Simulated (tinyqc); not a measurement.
Inside a calculation: k.p theory built from an empirical-pseudopotential calculation at Gamma. Values are carried at full precision from step to step, so a last printed digit may differ when a step is redone from the rounded ones.

Empirical pseudopotential on the fcc lattice, atoms at +/- tau, tau = a (1,1,1)/8, no spin-orbit coupling. H(G,G') = c (2 pi/a)^2 |k + G|^2 delta + VS(q) cos(q.tau) + i VA(q) sin(q.tau), q = G - G', c = hbar^2/2m0; k and G in units of 2 pi/a; VS at |q|^2 = 3, 8, 11 and VA at 3, 4, 11, in rydberg, zero elsewhere. The basis is fixed: all 113 G with |G|^2 up to Gcut. Energies are counted from the fourth level at Gamma.

Constants: hbar^2/2m0 = 3.80998211 eV angstrom^2; Ry = 13.60569312 eV.

Inputs chosen for the exercise (near those of ZnSe; the results hold for these values, not for the real material):

| symbol | value | unit | meaning |
|---|---|---|---|
| a | 5.664 | angstrom | lattice constant |
| VS | (-0.234, 0.029, 0.062) | Ry | symmetric form factors |
| VA | (0.175, 0.118, 0.029) | Ry | antisymmetric form factors |
| Gcut | 20 | (2 pi/a)^2 | largest \|G\|^2 of the fixed basis |

## Levels at Gamma

Diagonalise H at k = 0 and group equal levels.

Multiplets at Gamma:

| multiplet | degeneracy | E (eV) |
|---|---|---|
| 1 | 1 | -13.0417 |
| 2 | 3 | 0.0000 |
| 3 | 1 | 3.2453 |
| 4 | 3 | 7.2771 |
| 5 | 2 | 10.1132 |
| 6 | 1 | 12.9780 |
| 7 | 3 | 15.4119 |
| 8 | 1 | 18.6118 |
| 9 | 3 | 28.4123 |

The lowest empty multiplet is a singlet at 3.245 eV; the lowest empty singlet (s-like) is multiplet 3.

## Mass of the s-like conduction level (multiplet 3)

For a multiplet A of d_A states, W(B) = (4 c/(3 d_A)) sum over n in A, m in B and i = x, y, z of |<n|G_i|m>|^2 (G in 1/angstrom, <n|G_i|m> = sum_G c_n(G)* G_i c_m(G)); the mean inverse mass of A is 1 + sum_B W(B)/(E_A - E_B). Multiplets with W = 0 are left out.

List the couplings (the first eight at most); W to the valence triplet is the Kane energy Ep.

Couplings:

| multiplet B | degeneracy | E_B (eV) | W (eV) | W/(E_A - E_B) |
|---|---|---|---|---|
| 2 | 3 | 0.0000 | 14.2341 | 4.3861 |
| 4 | 3 | 7.2771 | 0.0252 | -0.0063 |
| 7 | 3 | 15.4119 | 0.2727 | -0.0224 |
| 10 | 3 | 29.1654 | 0.3813 | -0.0147 |
| 12 | 3 | 29.7864 | 1.0161 | -0.0383 |
| 16 | 3 | 42.7074 | 0.0320 | -0.0008 |
| 17 | 3 | 44.1415 | 0.0283 | -0.0007 |
| 19 | 3 | 45.8526 | 0.0041 | -0.0001 |

sum over the higher multiplets = -0.0034
1/m = 5.2994

Ep = 14.23 eV. The valence triplet gives 4.39, all other levels together -0.09; m = 0.1887, against 0.1857 for two levels alone.

## Valence parameters

Fold all other levels onto the valence triplet: D(u) = c + 4 c^2 sum_m <n|u.G|m><m|u.G|n'>/(0 - E_m), in units of c. Along [100] its eigenvalues are L (once) and M (twice); along [111] (L + 2M + 2N)/3 (once) and (L + 2M - N)/3 (twice). Then g1 = -(L + 2M)/3, g2 = -(L - M)/6, g3 = -N/6.

eigenvalues along [100]: -4.331  -1.051  -1.051

eigenvalues along [111]: -5.543  -0.444  -0.444

L, M, N: -4.331  -1.051  -5.099

g1, g2, g3: 2.144  0.547  0.850

With spin-orbit coupling added at fixed g1, g2, g3 and large against the hole energy these give heavy and light masses along [100] of 0.952 and 0.309. The s-like level alone adds Ep/(3E) = 1.46 to g1. Local form factors fix Ep and the gap only roughly, so these values can lie far from measured ones.

## Checks

- 1/m of the s-like level from the sum against the curvature of the band: both 5.299.
- L and M against the curvatures along [100]: largest relative difference 3.3e-07.

Program tinyqc; command `OMP_NUM_THREADS=1 python tinyqc.py 1050794 1050795 out.jsonl`; about 0.8 s on one thread of a shared Intel(R) Xeon(R) Processor @ 2.30GHz.
